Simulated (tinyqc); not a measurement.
Gain factor and gap resistance from two string resistances.

Question. At small bit-line voltage each of the 64 cells has the resistance 1/(K x) at overdrive x (no mobility reduction) in series with a gap resistance Rg. Find K, Rg and the share of the gaps at the higher overdrive.

resistance of a string of 64 equal cells at overdrives of 4.1 and 7 V (kohm): 3487.6247  2111.6888

Solution. The resistance per cell is a straight line in 1/x with slope 1/K and intercept Rg.

K = 4.700 uA/V^2
Rg = 2.600 kohm
share of the gaps = 7.880 %

tinyqc, about 0.9 s, one thread, Intel Xeon 2.30GHz (shared host): `OMP_NUM_THREADS=1 python tinyqc.py 2142270 2142271 out.jsonl`
